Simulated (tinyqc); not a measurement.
Keating valence-force model of a tetrahedral crystal. From one set of inputs to another, one input at a time. Computed by tinyqc, a small Python program. Command: `OMP_NUM_THREADS=1 python tinyqc.py 3008777 3008778 out.jsonl keating ladder`. One thread of a shared host (Intel(R) Xeon(R) Processor @ 2.30GHz), about 0.2 s of CPU time with the checks.

Atom A sits at 0 and atom B at a/4 (1,1,1) of an fcc lattice; the four bonds from A are t = a/4 (1,1,1), a/4 (1,-1,-1), a/4 (-1,1,-1), a/4 (-1,-1,1), of length d = sqrt(3) a/4. Energy: E = (3 alpha/(8 d^2)) sum over bonds (r.r - d^2)^2 + (3 beta/(8 d^2)) sum over pairs of bonds at one atom (r_i.r_j + d^2/3)^2, with beta_A for the six pairs at A and beta_B for the six at B. The cell holds two atoms, Omega = a^3/4. 1 N/m = 1 J/m^2.

The inputs printed are set A. Inputs not listed in the table keep their values of set A, so the rows need not describe a real material.

Inputs (values chosen for the exercise, for a model crystal):
```
quantity               value      unit
lattice constant a     5.567  angstrom
mass M_A                76.3         u
mass M_B                69.3         u
bond stretching alpha   68.4       N/m
bond bending beta_A     14.1       N/m
bond bending beta_B     14.1       N/m
Born charge Z*          2.29         e
eps_inf                 15.8         -
mesh divisions n           8         -
temperature T             77         K
```

Structure: zinc blende.

Constants: nu for 1 eV/(angstrom^2 u) = 15.6333042 THz; 1 eV/angstrom^2 = 16.02176634 J/m^2; 1 THz = 33.35640952 1/cm; e^2/(4 pi eps_0) = 14.39964548 eV angstrom; h x 1 THz = 4.135667696 meV; k_B = 8.617333262e-05 eV/K.

Method:
- beta = (beta_A + beta_B)/2; mu = M_A M_B/(M_A + M_B); lambda = 4 (alpha + beta)/mu with the springs in eV/angstrom^2; nu = 15.6333042 THz x sqrt(lambda).
- The long-range field adds 4 pi Z*^2 (e^2/(4 pi eps_0))/(eps_inf Omega mu) to lambda for the longitudinal mode at q -> 0; lambda = (nu/15.6333042 THz)^2; eps_0 = eps_inf (nu_LO/nu_TO)^2 (Lyddane-Sachs-Teller; here eps_0 is the static dielectric constant).
- With displacements u exp(i q.r), each bracket changes by g.u, where g = (g_A, g_B): bond t, g = (-2 t, 2 t exp(i q.t)); pair (i, j) at A, g = (-(t_i + t_j), t_i exp(i q.t_j) + t_j exp(i q.t_i)); pair at B, g = (-t_i exp(-i q.t_j) - t_j exp(-i q.t_i), t_i + t_j). Then D_mn = sum over the 4 bonds and 12 pairs of (4 k/a^2) conj(g_m) g_n / sqrt(M_m M_n), with k = alpha or beta converted to eV/angstrom^2. Only the short-range forces enter; the Coulomb field of the charges is left out.
- An eigenvalue lambda of D in eV/(angstrom^2 u) gives nu = 15.6333042 THz x sqrt(lambda).
- Mesh: q = sum_i (m_i + 1/2)/n b_i, m_i = 0..n-1, with b = [[-1, 1, 1], [1, -1, 1], [1, 1, -1]] in 2 pi/a; sums over the six modes are averaged over the n^3 points and halved, per atom.
- With x = h nu/(k_B T) and n = 1/(exp(x) - 1) for each mode: F = k_B T [x/2 + ln(1 - exp(-x))], U = k_B T x (n + 1/2), S/k_B = x n - ln(1 - exp(-x)), C/k_B = x^2 n (n + 1).
- The acoustic share counts the three lowest modes at each q; zero-point energy = sum h nu/2.

Each row keeps all changes above it:
```
input moved                     from     to  static dielectric constant  entropy S (k_B/atom)  zero-point energy (meV/atom)
set A                              -      -                      16.868                0.4125                        48.896
temperature T (K)                 77    600                      16.868                4.7609                        48.896
lattice constant a (angstrom)  5.567   5.41                      16.964                4.7609                        48.896
mass M_B (u)                    69.3  32.06                      16.964                4.2163                        60.894
Born charge Z* (e)              2.29   2.18                      16.855                4.2163                        60.894
mass M_A (u)                    76.3  65.38                      16.855                4.1049                        62.742
bond bending beta_A (N/m)       14.1   4.51                      16.920                4.3575                        59.378
eps_inf                         15.8   5.09                       6.210                4.3575                        59.378
```

Which inputs carry the difference?

Static dielectric constant goes from 16.9 to 6.21, a factor 0.368 in all. The largest single move comes from eps_inf (a factor 0.367). Entropy S goes from 0.412 to 4.36, a factor 10.6 in all. The largest single move comes from temperature T (a factor 11.5). Zero-point energy goes from 48.9 to 59.4, a factor 1.21 in all. The largest single move comes from mass M_B (a factor 1.25), and bond bending beta_A works against it (a factor 0.946). The single moves hold for this order of the switches; the total does not depend on the order.

Extremes, crossings and ranges named in words are read from the listed rows.
